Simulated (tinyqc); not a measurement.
# Metal-interlayer-semiconductor contact, depinning against tunnelling resistance: what changes with what

Zero bias, n-type semiconductor. Gap states at the semiconductor surface thin out as exp(-be ti), which unpins the barrier; electrons must then cross the interlayer (a rectangular barrier, no voltage drop across it) and the parabolic depleted layer, both by WKB. Energies E are counted from the Fermi level; no image force, parabolic bands.

Parameters, values chosen for the exercise; semiconductor values close to those of gallium nitride; interlayer mass of the order of that in strontium titanate, offset chosen freely:
- T = 300 K (temperature)
- Eg = 3.43 eV (band gap)
- eps_r = 9.88 (relative permittivity)
- chi = 4.06 eV (electron affinity)
- Nc = 2.3e18 cm^-3 (conduction-band density of states at T)
- mt = 0.197 m0 (tunnelling mass in the semiconductor)
- mA = 0.206 m0 (Richardson mass)
- Nd = 4.1e19 cm^-3 (donor density)
- E0 = 2.2 eV (charge-neutrality level above the valence band)
- S0 = 0.6 (pinning factor without interlayer)
- phiM = 4.4 eV (metal work function)
- ti = 0.7 nm (interlayer thickness)
- dE = 0.21 eV (conduction-band offset of the interlayer above the semiconductor)
- mi = 0.61 m0 (tunnelling mass in the interlayer)
- be = 5 1/nm (decay constant of gap states through the interlayer)

Constants: q = 1.602176634e-19 C, kB = 1.380649e-23 J/K, eps0 = 8.8541878128e-12 F/m, hbar = 1.054571817e-34 J s, h = 6.62607015e-34 J s, m0 = 9.1093837015e-31 kg, Vt = kB T/q, hbar^2/(2 m0) = 0.0380998212 eV nm^2. Results are converted to the units shown.

Each table varies one quantity; the others keep the values above.

## Contact resistivity against the interlayer thickness

S = 1/(1 + (1/S0 - 1) exp(-be ti)); phiB = S (phiM - chi) + (1 - S)(Eg - E0); xi = Ec - EF deep inside, from Nd = Nc F(-xi/Vt), F(x) = (2/sqrt(pi)) int_0^infinity sqrt(u) du/(1 + exp(u - x)); band bending U = phiB - xi; E00 = (hbar/2) sqrt(Nd/(eps0 eps_r mt m0)) in volts; A = 4 pi q mA m0 kB^2/h^3. With U = phiB - xi: for xi < E < phiB, y = (E - xi)/U and G1 = (U/E00) [sqrt(1 - y) - y ln((1 + sqrt(1 - y))/sqrt(y))], G1 = 0 above phiB; G2 = 2 ti sqrt(mi max(phiB + dE - E, 0)/C), C = hbar^2/(2 m0); f = 1/(1 + exp(E/Vt)); 1/rho_c = (A T^2/Vt^2) times the integral of exp(-G1 - G2) f over E from xi upwards. Shares under 0.001 % are printed as 0; rows without band bending are left out.

The same in every row: E00/Vt = 3.30.

Results:
```
ti (nm),S,phiB (eV),rho_c (ohm cm^2),rho_c with G2 = 0 (ohm cm^2),peak of the integrand (eV),share above phiB (%)
0,0.600,0.696,1.55e-6,1.55e-6,-0.00841,0
0.2,0.803,0.515,9.73e-7,2.45e-7,-0.00986,0
0.4,0.917,0.414,1.16e-6,8.95e-8,-0.00981,0
0.8,0.988,0.351,6.28e-6,4.86e-8,-0.00613,0.00463
1,0.996,0.344,1.89e-5,4.56e-8,-0.00363,0.00934
1.2,0.998,0.341,5.98e-5,4.45e-8,-0.00102,0.0170
1.4,0.999,0.341,1.92e-4,4.41e-8,0.00164,0.0299
1.6,1.00,0.340,6.19e-4,4.40e-8,0.00433,0.0529
```

Estimate the missing row, ti = 0.6 nm.

Computed row:
```
ti (nm),S,phiB (eV),rho_c (ohm cm^2),rho_c with G2 = 0 (ohm cm^2),peak of the integrand (eV),share above phiB (%)
0.6,0.968,0.369,2.35e-6,5.78e-8,-0.00834,0.00170
```

With this row back in the table: As ti goes from 0 to 1.6, phiB falls from 0.696 to 0.340 eV and rho_c goes from 1.55e-6 through a minimum of 9.73e-7 (at ti = 0.2 among the rows listed) to 6.19e-4 ohm cm^2. At ti = 0.2 nm rho_c is 1.60 times lower than without interlayer: up to there the falling barrier gains more than tunnelling through the layer costs, beyond it the layer dominates. The ratio of rho_c to its value with G2 = 0 runs from 1.00 to 14100.

## Contact resistivity against the donor density

Same model as above.

The same in every row: S = 0.980; phiB (eV) = 0.358.

Contact resistivity against the donor density:
```
Nd (cm^-3),E00/Vt,rho_c (ohm cm^2),rho_c with G2 = 0 (ohm cm^2),peak of the integrand (eV),share above phiB (%)
7.7e16,0.143,0.0649,0.00516,0.354,51.3
2e17,0.230,0.0463,0.00335,0.347,36.6
5e17,0.364,0.0274,0.00171,0.329,21.6
1.3e18,0.587,0.0108,5.11e-4,0.281,8.54
3.3e18,0.935,0.00221,6.84e-5,0.183,1.75
8.3e18,1.48,2.08e-4,4.26e-6,0.0622,0.164
2.1e19,2.36,1.70e-5,2.69e-7,0.0121,0.0134
5.4e19,3.78,2.22e-6,2.90e-8,-0.0137,0.00175
1.4e20,6.09,5.30e-7,5.66e-9,-0.0313,0
```

As Nd goes from 7.7e16 to 1.4e20, phiB stays at 0.358 eV and rho_c falls from 0.0649 to 5.30e-7 ohm cm^2. rho_c goes as Nd^(-0.35) between the first two rows and Nd^(-1.50) between the last two, while E00/Vt goes from 0.143 to 6.09 and the share above the barrier from 51.3 to 0 %. The ratio of rho_c to its value with G2 = 0 runs from 12.6 to 93.6.

tinyqc, about 0.04 s, one thread, Intel Xeon 2.30GHz (shared host): `OMP_NUM_THREADS=1 python tinyqc.py 2270109 2270110 out.jsonl`
